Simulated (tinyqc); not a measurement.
Avalanche multiplication and breakdown of a junction from ionisation integrals: one step, computed by the program tinyqc.

Ionisation coefficients follow the local field. Position x runs through the depletion layer from the p side (x = 0), where electrons enter, to the n side (x = w), where holes enter. The built-in voltage is neglected.

Task: Breakdown. alpha_n = a_n exp(-(b_n/F)^c), alpha_p = a_p exp(-(b_p/F)^c). Field F = F_m - e N x/(eps eps_0) over the layer, w = W, V = F_m W - e N W^2/(2 eps eps_0); valid while F > 0 at x = W. With Phi(x) = int_0^x (alpha_n - alpha_p) dx': 1 - 1/M_n = I_n = int_0^w alpha_n exp(-Phi) dx and M_p = M_n exp(-Phi(w)); trapezoid rule on 401 even points; breakdown at I_n = 1. Solve I_n(F_m) = 1.

Inputs (values chosen for the exercise, modelled on 4H-SiC):

| quantity | value | unit |
|---|---|---|
| electron prefactor a_n | 1.78e+08 | 1/cm |
| electron field b_n | 3.23e+07 | V/cm |
| hole prefactor a_p | 3.24e+08 | 1/cm |
| hole field b_p | 2.54e+07 | V/cm |
| exponent c | 1 | - |
| permittivity eps | 9.7 | - |
| doping N of the lightly doped side | 1.6e+17 | 1/cm^3 |
| layer width W | 0.78 | micrometre |

Junction: punch-through p+ n- n+.

Constants: e = 1.602176634e-19 C; eps_0 = 8.8541878128e-12 F/m.

Give: critical field F_m; width at breakdown; breakdown voltage.

Result:

critical field F_m = 3.520 MV/cm

width at breakdown = 0.78 micrometre

breakdown voltage = 183.8 V
